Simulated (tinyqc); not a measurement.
Worked calculation: electrons shared among three sets of ellipsoidal valleys. Values are carried at full precision from step to step, so a last printed digit may differ when a step is redone from the rounded ones.

Constants: hbar^2/2m0 = 3.80998211 eV angstrom^2; kB = 8.617333262e-05 eV/K.

Parameters, chosen for this exercise (masses and offsets near those of Si; mobilities are free inputs, held fixed; shifted at random, so the results belong to these values and not to a real crystal):

| symbol | value | unit | meaning |
|---|---|---|---|
| ml | (0.922, 0.922, 1.66) | m0 | longitudinal masses of Delta2, Delta4, L |
| mt | (0.1857, 0.1857, 0.1209) | m0 | transverse masses |
| M | (2, 4, 4) |  | valleys in each set |
| T | 300 | K |  |
| dE | (0, 0.13, 0.988) | eV | edges of Delta2, Delta4, L above the first, the first two split by strain |
| n | 1.5e+18 | 1/cm^3 | total electron density |
| mu | (1500, 820, 590) | cm^2/(V s) | mobility of each set, for current in the plane normal to the Delta2 axis |

## Masses of each set

One valley: m_d = (ml mt^2)^(1/3). Whole set: m_de = M^(2/3) m_d. Mean over three axes: 1/m_c = (1/ml + 2/mt)/3. Anisotropy K = ml/mt.

m_d, m_de, m_c (m0) and K of each set:

| set | m_d | m_de | m_c | K |
|---|---|---|---|---|
| Delta2 | 0.3168 | 0.5029 | 0.2531 | 4.96 |
| Delta4 | 0.3168 | 0.7983 | 0.2531 | 4.96 |
| L | 0.2895 | 0.7295 | 0.1750 | 13.73 |

m_de/m_c is 1.99 for Delta2, 3.15 for Delta4, 4.17 for L: many anisotropic valleys give many states at a light conductivity mass. m_c is the mean over three axes; a set that holds only some of the equivalent valleys conducts with a mass that depends on direction.

## Effective densities of states

N_i = M_i times N = 2 (m kB T/(4 pi c))^(3/2) with c = hbar^2/2m0, in 1/angstrom^3; times 1e24 for 1/cm^3, with m = (ml mt^2)^(1/3).

kT = 0.025852 eV

N_i (1/cm^3): Delta2 8.9491e+18, Delta4 1.7898e+19, L 1.5636e+19

## Fermi level and populations

F_j(eta) = (1/Gamma(j + 1)) integral_0^infinity x^j dx/(1 + exp(x - eta)), which tends to exp(eta) for eta << 0.

Solve n = sum_i N_i F_1/2((EF - dE_i)/kT), energies from the edge of the first set.

EF = -0.0450 eV

eta_i: Delta2 -1.74, Delta4 -6.77, L -39.96

n_i (1/cm^3): Delta2 1.48e+18, Delta4 2.05e+16, L 69.2

shares: Delta2 0.9863, Delta4 0.0137, L 0.0000

Delta2 holds most electrons (98.6 %). Boltzmann weights N_i exp(-dE_i/kT) would give Delta4 a share of 0.0129.

## Drift and Hall mobility of the mixture

With f_i the shares, mu_drift = sum f_i mu_i; low-field Hall mobility mu_H = sum f_i mu_i^2/mu_drift (scattering and anisotropy factors set to 1); the Hall density is n mu_drift/mu_H; rho = 1/(e n mu_drift), e = 1.602176634e-19 C.

mu_drift = 1491 cm^2/(V s)
mu_H = 1495 cm^2/(V s)
Hall density = 1.50e+18 1/cm^3
rho = 0.00279 ohm cm

A Hall measurement would read 99.7 % of the true density. The mobilities are of the size met in pure crystals; at this density impurities would cut them and raise rho, by a factor of two to ten or more depending on crystal and density.

## Checks

- Share of Delta4 at n = 1e10 1/cm^3 against the Boltzmann weight: both 0.01293.

tinyqc: `OMP_NUM_THREADS=1 python tinyqc.py 1652013 1652014 out.jsonl`; about 0.01 s, one thread, shared Intel(R) Xeon(R) Processor @ 2.30GHz.
